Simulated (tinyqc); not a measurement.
Landau levels with Rashba coupling, step by step. Values are carried at full precision from step to step, so a last printed digit may differ when a step is redone from the rounded ones.

In a field B along z: l = 1/sqrt((e/hbar) B) is the magnetic length, n_B = B/(h/e) the number of states per area in one level, hbar wc = 2 muB B/m for mass m in m0; 1/angstrom^2 = 1e16/cm^2.

Constants: e/hbar = 1.519267448e-05 1/(T angstrom^2); h/e = 413566.7697 T angstrom^2; muB = 5.788381798e-05 eV/T; e^2/h = 3.874045865e-05 S.

Parameters, chosen for this exercise (near those of an asymmetric InAs well; shifted at random, so the results belong to these values and not to a real crystal): B = 5.2 T (magnetic field); n = 12 x 1e11/cm^2 (electron sheet density); m = 0.0297 m0 (mass); gs = -10.1 (g factor); aR = 0.37 eV angstrom (Rashba constant).

## Scales set by the field

Give l, n_B and the filling factor nu = n/n_B.

l = 112.51 angstrom
n_B = 1.2574 x 1e11/cm^2
nu = 9.544

## The lowest levels

H = (p + eA)^2/2m + aR (sx ky - sy kx) + gs muB B sz/2. With d = 1/2 - gs m/4: E_0 = d hbar wc, and E(N, +/-) = hbar wc [N +/- sqrt(d^2 + 2 N aR^2/(l hbar wc)^2)] for N >= 1.

List the eight lowest, in meV, with the gap to the next.

Levels:
```
label  E (meV)  gap above (meV)
1-       7.721            3.934
0       11.655           15.501
2-      27.156            5.662
1+      32.817           13.822
3-      46.640            7.281
2+      53.921           12.244
4-      66.165            8.810
3+      74.975           10.751
```

The largest of these gaps, 15.50 meV, first occurs above level 0 and is kB T at 180 K.

## Fields of the Hall plateaus

A plateau is centred where nu = n/n_B equals 1, 2, 3, 4, 5, 6; there rho_xy = h/(nu e^2).

Plateaus:
```
nu   B (T)  1/B (1/T)  rho_xy (kohm)
1   49.628     0.0201        25.8128
2   24.814     0.0403        12.9064
3   16.543     0.0604         8.6043
4   12.407     0.0806         6.4532
5    9.926     0.1007         5.1626
6    8.271     0.1209         4.3021
```

The order of the levels can change with B, but these counts hold wherever the levels are resolved.

## Checks

- Eight lowest levels from the matrix in 40 oscillator states against the formula, meV: they agree to 1e-10 or better.

Run: tinyqc, `OMP_NUM_THREADS=1 python tinyqc.py 1251233 1251234 out.jsonl`; Intel(R) Xeon(R) Processor @ 2.30GHz, one thread, shared host; about 0.02 s of CPU time with all checks.
